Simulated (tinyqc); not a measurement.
Hopping conduction between localised states. Inputs raised by 10 %, one at a time. Computed by tinyqc, a small Python program. Command: `OMP_NUM_THREADS=1 python tinyqc.py 3011628 3011629 out.jsonl hop sens`. One thread of a shared host (Intel(R) Xeon(R) Processor @ 2.30GHz), about 0.01 s of CPU time with the checks.

Energies are counted from the Fermi level. A small network shows the mechanism; the laws of an infinite system follow.

Inputs (values chosen for the exercise, for a model defective oxide):

| quantity | value | unit |
|---|---|---|
| localisation length xi | 3.9 | nm |
| density of states g_0 | 1.7e+12 | 1/(eV cm^2) |
| permittivity eps | 15 | - |
| activation energy E_a to extended states | 0.016 | eV |
| prefactor of activated conduction | 430 | microsiemens |
| prefactor of hopping | 0.047 | microsiemens |
| conductance scale G_0 | 1 | microsiemens |
| temperature T | 10 | K |

Dimension: 2D.

sites of the small network (nm, nm, meV):
```
       x     y  energy
1      0  6.44   -0.23
2   4.42  0.45    6.46
3   8.35  1.25   -1.64
4  10.07   5.3    2.17
5  15.38  4.48    7.15
6   16.9  7.37   -6.27
7  22.07  2.42   -1.18
8     25  5.95    -0.4
```

Constants: k_B = 8.617333262e-05 eV/K; e^2/(4 pi eps_0) = 14.39964548 eV angstrom.

Method:
- Miller-Abrahams exponent s_ij = 2 r_ij/xi + (|E_i| + |E_j| + |E_i - E_j|)/(2 k_B T); G_ij = G_0 exp(-s_ij). The diagonal is set to 0 and not used.
- Site 1 is held at potential 1 and site 8 at 0; Kirchhoff's law sum_j G_ij (u_i - u_j) = 0 fixes the others; G = sum_j G_1j (1 - u_j). G_ij = G_0 exp(-s_ij).
- Mott: T_M = 13.8/(k_B g_0 xi^2), exponent (T_M/T)^(1/3), mean hop r = (1/3) xi times the exponent. Efros-Shklovskii: T_ES = 6.5 e^2/(4 pi eps eps_0 k_B xi), exponent (T_ES/T)^(1/2). Coulomb gap width g_0 (e^2/(4 pi eps eps_0))^2. The numerical coefficients come from percolation theory and are given.
- sigma = s_1 exp(-E_a/k_B T) + s_2 exp(-larger of the two exponents); reduced activation energy w = d ln(sigma)/d ln(T) by a central difference of +/- 1 %.

Runs:

| input moved | from | to | T_M (K) | mean hop by the Mott formula (nm) | conductance G (microsiemens) | hopping part (microsiemens) |
|---|---|---|---|---|---|---|
| base run | - | - | 6.1934e+05 | 51.434 | 1.8856e-04 | 3.0854e-19 |
| localisation length xi (nm) | 3.9 | 4.29 | 5.1185e+05 | 53.095 | 3.5457e-04 | 3.5249e-18 |
| density of states g_0 (1/(eV cm^2)) | 1.7e+12 | 1.87e+12 | 5.6303e+05 | 49.826 | 1.8856e-04 | 1.0632e-18 |
| permittivity eps | 15 | 16.5 | 6.1934e+05 | 51.434 | 1.8856e-04 | 3.0854e-19 |
| activation energy E_a to extended states (eV) | 0.016 | 0.0176 | 6.1934e+05 | 51.434 | 1.8856e-04 | 3.0854e-19 |
| temperature T (K) | 10 | 11 | 6.1934e+05 | 49.826 | 2.3748e-04 | 1.0632e-18 |
| prefactor of hopping (microsiemens) | 0.047 | 0.0517 | 6.1934e+05 | 51.434 | 1.8856e-04 | 3.3939e-19 |

Exponents ln(y'/y) / ln(x'/x):

| input | T_M | mean hop by the Mott formula | conductance G | hopping part |
|---|---|---|---|---|
| localisation length xi | -2 | 0.333 | 6.625 | 25.556 |
| density of states g_0 | -1 | -0.333 | 0.000 | 12.981 |
| permittivity eps | 0 | 0.000 | 0.000 | 0.000 |
| activation energy E_a to extended states | 0 | 0.000 | 0.000 | 0.000 |
| temperature T | 0 | -0.333 | 2.420 | 12.981 |
| prefactor of hopping | 0 | 0.000 | 0.000 | 1.000 |

To which inputs is each result most sensitive?

Among the inputs moved here: T_M answers most in size to localisation length xi (exponent -2.000), next to density of states g_0 (-1.000); its exponent is below 0.0005 for permittivity eps, activation energy E_a to extended states, temperature T, prefactor of hopping. Its exponent -2.000 in localisation length xi: T_M = 13.8/(k_B g_0 xi^2). Mean hop by the Mott formula answers most in size to localisation length xi (exponent +0.333), and about equally to density of states g_0 (-0.333), temperature T (-0.333); its exponent is below 0.0005 for permittivity eps, activation energy E_a to extended states, prefactor of hopping. Its exponent -0.333 in temperature T: the Mott hop in two dimensions. Conductance G answers most in size to localisation length xi (exponent +6.625), next to temperature T (+2.420); its exponent is below 0.0005 for density of states g_0, permittivity eps, activation energy E_a to extended states, prefactor of hopping. Hopping part answers most in size to localisation length xi (exponent +25.556), next to density of states g_0 (+12.981); its exponent is below 0.0005 for permittivity eps, activation energy E_a to extended states.
